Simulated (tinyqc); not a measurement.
Hexagonal on-chip spiral inductor, lumped pi model: effect of the number of turns.

Outer diameter do = di + 2 n wd + 2 (n - 1) sp, mean da = (do + di)/2, fill p = (do - di)/(do + di), length l = 3.464 n da. L = 2.33 mu0 n^2 da/(1 + 3.82 p), mu0 = 4 pi 1e-7 H/m. Rs = rho l/(wd delta (1 - exp(-th/delta))), delta = sqrt(rho/(pi f mu0)). Cs = n wd^2 eps0 eo/hu across the coil. At each end Cox = l wd eps0 eo/(2 ho) leads to the substrate branch Rsi = 2 rs he/(l wd) in parallel with Csi = l wd eps0 11.7/(2 he). With one end grounded Y = 1/(Rs + i w L) + i w Cs + 1/[1/(i w Cox) + 1/(1/Rsi + i w Csi)], w = 2 pi f; Q = -Im Y/Re Y. Eddy currents in neighbouring turns and in the substrate are left out.

Peak Q and its frequency from a search over f; self-resonance where Im Y = 0; Q at the given f (negative beyond resonance).

Values chosen for this exercise; values of the order met in silicon radio-frequency processes: line width wd = 6 um; space between turns sp = 3 um; inner diameter di = 80 um; metal thickness th = 3.4 um; metal resistivity rho = 3 uohm cm; oxide below the coil ho = 3.3 um; oxide between coil and underpass hu = 1.2 um; relative permittivity of the oxide eo = 3.9; substrate resistivity rs = 10 ohm cm; effective spreading depth in the substrate he = 30 um; frequency f = 6.6 GHz.

Constants: eps0 = 8.8541878128e-12 F/m. Results are converted to the units shown.

Effect of the number of turns:
```
n    L (nH)  do (um)  peak Q  f of the peak (GHz)  self-resonance (GHz)   Q at f
1.5  0.4131    101.0   11.45                28.03                 108.2    7.257
2.5   1.041    119.0   9.050                9.732                 50.80    8.620
3.5   1.943    137.0   7.780                4.850                 30.11    7.440
4.5   3.139    155.0   7.087                3.130                 19.84    4.934
5.5   4.660    173.0   6.621                2.311                 13.80    2.661
6.5   6.536    191.0   6.255                1.825                 9.849    1.115
8.5   11.48    227.0   5.665                1.263                 5.204  -0.4149
```

As n goes from 1.5 to 8.5, L rises from 0.413 to 11.5 nH, the peak Q falls from 11.5 to 5.67, its frequency falls from 28.0 to 1.26 GHz and the self-resonance falls from 108 to 5.20 GHz.

Numbers from tinyqc (`OMP_NUM_THREADS=1 python tinyqc.py 2302007 2302008 out.jsonl`; about 0.01 s on one thread of a shared Intel Xeon 2.30GHz).
